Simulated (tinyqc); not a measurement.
Deformation potentials from a strained empirical pseudopotential, step by step. Values are carried at full precision from step to step, so a last printed digit may differ when a step is redone from the rounded ones.

Diamond lattice, no spin-orbit coupling. Atomic form factor V(q) = a1 (q^2 - a2)/(a3 exp(a4 q^2) - 1) in rydberg with q in 1/bohr, for the unstrained cell. Under a strain e the reciprocal vectors and k go over into (1 + e)^(-1) G, the atoms sit at +/- tau with tau = (1 + e) a (1,1,1)/8 - zeta a (eyz, ezx, exy)/4, and H(G,G') = c |k + G|^2 delta + (V(q)/det(1 + e)) cos(q.tau), q = G - G', with the term q = 0 left out; c = hbar^2/2m0. The basis is fixed before straining: all G with |k + G|^2 up to 16 (2 pi/a)^2. k is given in units of 2 pi/a of the unstrained cell.

Constants: a0 (Bohr radius) = 0.5291772105 angstrom; hbar^2/2m0 = 3.80998211 eV angstrom^2; Ry = 13.60569312 eV.

Parameters, chosen for this exercise (near those of Si; not measured data):
```
symbol  value                         unit      meaning
a       5.432                         angstrom  lattice constant
A       (0.534, 2.175, 2.067, 0.488)            a1 (Ry bohr^2), a2 (1/bohr^2), a3, a4 (bohr^2)
h       0.004                                   size of the test strain
kD      0.82                          2 pi/a    position of the Delta minimum
zeta    0.63                                    internal-strain parameter
```

## Form factors, unstrained and under a volume change

q^2 = n (2 pi/a)^2 a0^2 for the shells n = 3, 8, 11; for e = h 1, q^2 is divided by (1 + h)^2 and V by (1 + h)^3. Last column: the change divided by the relative change of volume, (1 + h)^3 - 1.

Form factors:
```
n   q^2 (1/bohr^2)    V (Ry)  V expanded (Ry)  dV/(dVol/Vol) (Ry)
3          1.12399  -0.21776         -0.21832             -0.0462
8          2.99732   0.05541          0.05387             -0.1283
11         4.12131   0.07195          0.07110             -0.0703
```

## Gaps under a volume change

e = -h 1, 0, +h 1; gaps from the valence top to the s-like level at Gamma (level 8), and to level 5 at (kD,0,0) and (1/2,1/2,1/2).

Gaps (eV):
```
gap             e = -h    e = 0   e = +h
Gamma, s-like  4.23380  4.12970  4.02574
Delta          0.95427  0.98721  1.01870
L              1.97589  1.95351  1.93058
```

## Hydrostatic deformation potentials

a = [E(+h) - E(-h)]/(3 ln((1 + h)/(1 - h))).

a of the gaps to Gamma, Delta, L (eV): [-8.67, 2.68, -1.89]

Compression opens the Gamma gap, opens the L gap and closes the Delta gap. Only differences are defined here: the absolute shifts depend on the mean potential, which this model leaves out.

## Tetragonal strain

e = diag(-h/2, -h/2, h). Level 5 at (kD,0,0) and (0,0,kD), and levels 2 to 4 at Gamma, all from the mean of the three valence levels.

Delta x, Delta z (eV): [0.97110, 1.01938]

valence levels (eV): [-0.03918, 0.01959, 0.01959]

## Xu of the Delta valleys and b

For e = diag(-h/2, -h/2, h): E(Delta z) - E(Delta x) = Xu (ezz - exx), and without spin-orbit coupling E(Z) - E(X, Y) = 3 b (ezz - exx); Z is the single level, X and Y the pair.

Xu = 8.05 eV
b = -3.26 eV

Stretching along z raises the valleys on the z axis and lowers the Z valence state. One-sided differences carry an error of order h. A local potential fitted to band energies alone fixes these slopes only roughly; b tends to come out too large and Xu of L too small.

## Trigonal strain

exy = eyz = ezx = h, with the internal displacement. Level 5 at (1/2,1/2,1/2) and (1/2,-1/2,-1/2), and levels 2 to 4 at Gamma, from the mean of the three valence levels.

L [111], L [1-1-1] (eV): [2.05103, 1.92055]

valence levels (eV): [-0.07339, 0.03669, 0.03669]

## Xu of the L valleys and d

For the tensor strain exy = eyz = ezx = h: E(L [111]) - E(L [1-1-1]) = (8/3) Xu h, and E(single valence level) - E(pair) = 3 sqrt(3) d h. Find Xu and d.

Xu (L) = 12.23 eV
d = -5.30 eV

## Checks

- Level 5 at (kD,0,0) and (0,kD,0) under the tetragonal strain (eV): both 11.2858.

Program tinyqc; command `OMP_NUM_THREADS=1 python tinyqc.py 1851003 1851004 out.jsonl`; about 0.2 s on one thread of a shared Intel(R) Xeon(R) Processor @ 2.30GHz.
